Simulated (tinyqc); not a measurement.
# From kappa back to vacancy fraction n_v

Model: Debye-Callaway model of lattice thermal conductivity. Computed by tinyqc, a small Python program. Command: `OMP_NUM_THREADS=1 python tinyqc.py 3004402 3004403 out.jsonl callaway inv`. One thread of a shared host (Intel(R) Xeon(R) Processor @ 2.30GHz), about 0.06 s of CPU time with the checks.

Three acoustic branches with one velocity v, cut at omega_D = k_B Theta/hbar; x = hbar omega/(k_B T). v and Theta are separate inputs: Theta cuts off the heat-carrying modes, so C need not reach 3 k_B/V. gamma is an effective value that sets the umklapp rate. Heat flows along the film.

Inputs (values chosen for the exercise, modelled on diamond): sound velocity v = 13800 m/s; Debye temperature Theta = 2140 K; volume per atom V = 5.67 angstrom^3; mean atomic mass M = 12.01 u; effective Grueneisen parameter gamma = 2.58; umklapp exponent divisor b = 3; film thickness t = 1.8 micrometre; specularity p = 0.2; normal-process factor f_N = 0.48; temperature T = 200 K.

Sample: film. Point defects: vacancies. Normal processes: included.

Constants: k_B = 1.380649e-23 J/K; hbar = 1.054571817e-34 J s; u = 1.6605390666e-27 kg.

Method:
- A vacancy counts as a mass defect Delta M/M = -3 (the missing mass and twice its bonds), so Gamma = 9 n_v. A = V Gamma/(4 pi v^3).
- Rates: point defects A omega^4; umklapp B omega^2 T exp(-Theta/(b T)) with B = hbar gamma^2/(M v^2 Theta); normal processes f_N B omega^2 T (T/Theta)^2. Film: the bulk time tau of each mode, from the resistive rates above, is multiplied by the Fuchs-Sondheimer factor F = (3/2) int_0^1 (1 - u^2) [1 - (1 - p) (u/d) (1 - E)/(1 - p E)] du, with E = exp(-d/u), d = t/(v tau), by 48 Gauss-Legendre points in z with u = z^4; the boundary rate is defined as 1/(F tau) - 1/tau.
- kappa_1 = c int tau_C g dx, g = x^4 e^x/(e^x - 1)^2, c = (k_B/(2 pi^2 v)) (k_B T/hbar)^3, over 0 < x < min(Theta/T, 40), by 96 Gauss-Legendre points in s with x = x_max s^2; 1/tau_C = 1/tau_R + 1/tau_N; kappa_2 = c [int (tau_C/tau_N) g dx]^2 / int (tau_C/(tau_N tau_R)) g dx; kappa = kappa_1 + kappa_2.
- Heat capacity C = 3 c int g dx / v^2; grey free path 3 kappa/(C v); the median free path v tau_C halves kappa_1 when the quadrature points are ordered by free path (each counted at half its weight, interpolated in the logarithm); likewise at 10 % and 90 %.

Question. A run gave the result below. Find the vacancy fraction n_v, known to lie between 0.00014 and 0.00021.

kappa = 1271.178 W/(m K)

Answer.

Each step takes the trial c = (a f_b - b f_a)/(f_b - f_a), f being the result less the target and a, b, c the logarithms of the listed values; c replaces end b, the old b replaces a if the sign of f changed, and otherwise f_a is halved.

Scan of the range:
```
vacancy fraction n_v  kappa (W/(m K))
1.40e-04                      1307.90
1.50e-04                      1273.49
1.60e-04                      1241.61
1.71e-04                      1209.12
1.83e-04                      1176.36
1.96e-04                      1143.61
2.10e-04                      1111.14
```

False position (Illinois rule, in the logarithm of the input) inside the bracket:
```
step        end a        end b        trial  kappa (W/(m K))
1     1.50000e-04  1.60000e-04  1.50703e-04          1271.17
2     1.50000e-04  1.50703e-04  1.50697e-04          1271.19
3     1.50703e-04  1.50697e-04  1.50700e-04          1271.18
```

Kappa falls at every point of a 13-point scan of the range (every second point is shown), so one value fits; it is bracketed by 1.50e-4 and 1.60e-4. Answer: vacancy fraction n_v = 1.507e-4.
